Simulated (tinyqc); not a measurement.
Worked calculation: plane-wave Kohn-Sham cycle with exchange-only LDA in a layered model solid. One step of it, computed by the program tinyqc.

Task: Iteration 1: levels at that k. Diagonalise the Hermitian matrix.

H (hartree):
```
           -2         -1         +0         +1         +2
-2   0.045800  -0.150000   0.000000   0.000000   0.000000
-1  -0.150000  -0.133283  -0.150000   0.000000   0.000000
+0   0.000000  -0.150000  -0.169099  -0.150000   0.000000
+1   0.000000   0.000000  -0.150000  -0.061650  -0.150000
+2   0.000000   0.000000   0.000000  -0.150000   0.189066
```

Give: eigenvalues.

Result:

eigenvalues (hartree): -0.373  -0.178  -0.003  0.153  0.272
